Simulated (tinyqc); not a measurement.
Double-gate transistor, scale length and short-channel effects: two steps of the calculation.

A body of thickness ts between two insulators of thickness ti and two tied gates. Below threshold the potential that source and drain add obeys Laplace's equation and vanishes on the gate. Its lowest mode decays along the channel as exp(-k y); k is the smallest positive root of the matching condition at the interface, and the scale length is Lambda = pi/k.

Values chosen for this exercise; permittivities: semiconductor close to that of silicon, insulator close to that of silicon nitride: temperature T = 293 K; relative permittivity of the semiconductor eps_r = 11.8; relative permittivity of the insulator ei = 7.41; insulator thickness ti = 3.3 nm; body thickness ts = 7 nm; channel length L = 28 nm; potential of the source Vbi = 0.98 V; potential of the barrier top at threshold sT = 0.62 V; long-channel threshold VTL = 0.26 V; long-channel body factor m = 1; drain voltage Vds = 0.8 V.

Constants: q = 1.602176634e-19 C, kB = 1.380649e-23 J/K, Vt = kB T/q. Results are converted to the units shown.

Task 1. Decay constant by Newton steps. f(k) = ei cos(k ti) cos(k ts/2) - eps_r sin(k ti) sin(k ts/2); f' by a central difference with +/- 1e-5 1/nm; k(new) = k - f/f'.

k at the start = 0.21 1/nm

Give: f; f'; k after iteration 1.

Result 1.

f = -0.82616
f' = -64.631 nm
k after iteration 1 = 0.19722 1/nm

Task 2. Threshold shift, barrier position and swing. Along the channel psi(y) = s + a exp(y/l) + b exp(-y/l) with psi(0) = Vbi, psi(L) = Vbi + Vds and l = 1/k = Lambda/pi; with A = Vbi - s, B = A + Vds, x = exp(-L/l): a = (B - A x) x/(1 - x^2), b = (A - B x)/(1 - x^2). The minimum is s + 2 sqrt(a b), at y = (l/2) ln(b/a). The long-channel potential follows the gate as s = sT + (Vg - VTL)/m, and the threshold VT is the gate voltage at which the minimum equals sT. Swing = m Vt ln 10/g at threshold, g = d(minimum)/ds = 1 - (b x + a)/((1 + x) sqrt(a b)).

l = 5.0730575 nm

Find: s at threshold; a; b; position of the minimum; VT; swing.

Result 2.

s at threshold = 0.52490 V
a = 0.0050238 V
b = 0.45008 V
position of the minimum = 11.402 nm
VT = 0.16490 V
swing = 67.840 mV/decade

The threshold lies 95.1 mV below the long-channel value, and the barrier top sits at 0.41 L from the source.

tinyqc, about 0.01 s, one thread, Intel Xeon 2.30GHz (shared host): `OMP_NUM_THREADS=1 python tinyqc.py 2420137 2420138 out.jsonl`
